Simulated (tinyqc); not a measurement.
Lattice sites along [100]: pair of shallow donors (hydrogen-like orbitals).

Each donor has the orbital exp(-r/a); energy unit Ha* = q/(eps a), q = e^2/(4 pi eps0), so that a lone donor is bound by Ha*/2; x = R/a. One electron: S = (1 + x + x^2/3) exp(-x), j = 1/x - (1 + 1/x) exp(-2x), k = (1 + x) exp(-x); levels E(+/-) = -1/2 - (j +/- k)/(1 +/- S) in Ha*, without the repulsion of the ions, split by D = |E(-) - E(+)|. In six valleys the overlaps S and k are multiplied by v = [cos(K Rx) + cos(K Ry) + cos(K Rz)]/3, K = k0 (2 pi/a_lat), for isotropic envelopes and the symmetric valley state.

Two electrons, Heitler-London: with S' = (1 - x + x^2/3) exp(x), C = 1/x - exp(-2x)(1/x + 11/8 + 3x/4 + x^2/6), X = (1/5){exp(-2x)(25/8 - 23x/4 - 3x^2 - x^3/3) + (6/x)[S^2 (0.5772157 + ln x) + S'^2 Ei(-4x) - 2 S S' Ei(-2x)]}, Q = C - 2j + 1/x and A = X - 2 S k + S^2/x, the singlet and triplet lie at (Q +/- w A)/(1 +/- w S^2) from two lone donors, with the valley weight w = v^2; the exchange is J = triplet - singlet.

Constants: e^2/(4 pi eps0) = 14.39964547 eV angstrom.

Parameters, chosen for this exercise (near those of two donors in Si; not measured data): a = 16 angstrom (orbital radius); eps = 11.7 (dielectric constant); a_lat = 5.431 angstrom (lattice constant); k0 = 0.852 2 pi/a_lat (valley position); sites = ((10, 0, 0), (11, 0, 0), (12, 0, 0), (13, 0, 0), (14, 0, 0), (15, 0, 0), (16, 0, 0), (17, 0, 0), (18, 0, 0)) a_lat (positions of the second donor).

D and J for each site, and for v = 1.

Results:

| site | R (angstrom) | v | D (meV) | J (micro-eV) | J for v = 1 |
|---|---|---|---|---|---|
| (10, 0, 0) | 54.3 | 0.336 | 3.47 | 406 | 3.62e+03 |
| (11, 0, 0) | 59.7 | 0.435 | 3.60 | 427 | 2.26e+03 |
| (12, 0, 0) | 65.2 | 0.721 | 4.75 | 721 | 1.39e+03 |
| (13, 0, 0) | 70.6 | 0.963 | 4.97 | 779 | 840 |
| (14, 0, 0) | 76.0 | 0.966 | 3.85 | 469 | 502 |
| (15, 0, 0) | 81.5 | 0.729 | 2.22 | 158 | 296 |
| (16, 0, 0) | 86.9 | 0.442 | 1.02 | 33.8 | 173 |
| (17, 0, 0) | 92.3 | 0.335 | 0.591 | 11.3 | 101 |
| (18, 0, 0) | 97.8 | 0.495 | 0.662 | 14.2 | 57.9 |

What can be read from this table?

Over these sites the envelope alone changes J by a factor 62.4, and the valley factor v^2 by 8.32; J runs from 11.3 at (17, 0, 0) to 779 micro-eV at (13, 0, 0). Along [100] four valleys keep their phase, so v = (2 + cos)/3 stays between 1/3 and 1. J does not fall steadily with distance.

Program tinyqc; command `OMP_NUM_THREADS=1 python tinyqc.py 1252743 1252744 out.jsonl`; about 0.01 s on one thread of a shared Intel(R) Xeon(R) Processor @ 2.30GHz.
